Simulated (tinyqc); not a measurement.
Inputs raised by 2 %, one at a time: four-point probe, van der Pauw, Hall and spreading-resistance readings of a semiconductor layer. Computed by tinyqc, a small Python program. Command: `OMP_NUM_THREADS=1 python tinyqc.py 3111606 3111607 out.jsonl probe sens`. One thread of a shared host (Intel(R) Xeon(R) Processor @ 2.30GHz), about 0.03 s of CPU time with the checks.

The layer is uniform and ohmic; contacts are points unless a radius is given.

Inputs (values chosen for the exercise, modelled on n-type silicon):
```
quantity,value,unit
carrier density n,3.8e+18,1/cm^3
drift mobility mu,145,cm^2/(V s)
layer thickness t,110,micrometre
probe spacing s,0.635,mm
current I,1,mA
radius a of the spreading-resistance contact,0.69,micrometre
```

Backing of the layer: conducting.

Constants: e = 1.602176634e-19 C.

Method:
- rho = 1/(e n mu); R_s = rho/t.
- Collinear probes with equal spacing on a layer with conducting backing: images at depth 2 m t give V = (rho I/(2 pi s)) G, G = 1 + 4 sum_(m>=1) (-1)^m [1/sqrt(1 + (2 m u)^2) - 1/sqrt(4 + (2 m u)^2)], u = t/s; the sum runs to m = 20000, with the last term halved.
- Limits: thick, rho = 2 pi s V/I; thin on an insulator, rho = (pi/ln 2) t V/I.
- Flat disc contact with the current density of a half-space: R = (rho/(4 a)) c, c = (4/pi) int_0^infinity K(x t/a) sin(x) J1(x)/x^2 dx for a conducting backing, K = tanh, with the voltage averaged over the disc; c tends to 1 for t >> a.

Runs:
```
input moved,from,to,voltage V (mV),sheet resistance R_s (ohm/square),rho by the thick formula (ohm cm),spreading resistance (ohm)
base run,-,-,3.105e-05,1.030,1.239e-05,40.93
carrier density n (1/cm^3),3.8e+18,3.876e+18,3.045e-05,1.010,1.215e-05,40.13
drift mobility mu (cm^2/(V s)),145,147.9,3.045e-05,1.010,1.215e-05,40.13
layer thickness t (micrometre),110,112.2,3.672e-05,1.010,1.465e-05,40.93
current I (mA),1,1.02,3.168e-05,1.030,1.239e-05,40.93
radius a of the spreading-resistance contact (micrometre),0.69,0.7038,3.105e-05,1.030,1.239e-05,40.12
```

Exponents ln(y'/y) / ln(x'/x):
```
input,voltage V,sheet resistance R_s,rho by the thick formula,spreading resistance
carrier density n,-1.000,-1,-1.000,-1.000
drift mobility mu,-1.000,-1,-1.000,-1.000
layer thickness t,8.465,-1,8.465,0.003
current I,1.000,0,0.000,0.000
radius a of the spreading-resistance contact,0.000,0,0.000,-1.003
```

Among the inputs moved here: voltage V answers most in size to layer thickness t (exponent +8.465), next to carrier density n (-1.000); its exponent is below 0.0005 for radius a of the spreading-resistance contact. Sheet resistance R_s answers most in size to carrier density n (exponent -1.000), and about equally to drift mobility mu (-1.000), layer thickness t (-1.000); its exponent is below 0.0005 for current I, radius a of the spreading-resistance contact. rho by the thick formula answers most in size to layer thickness t (exponent +8.465), next to carrier density n (-1.000); its exponent is below 0.0005 for current I, radius a of the spreading-resistance contact. Spreading resistance answers most in size to radius a of the spreading-resistance contact (exponent -1.003), and about equally to carrier density n (-1.000), drift mobility mu (-1.000); its exponent is below 0.0005 for current I. Its exponent -1.003 in radius a of the spreading-resistance contact: spreading into a half-space.
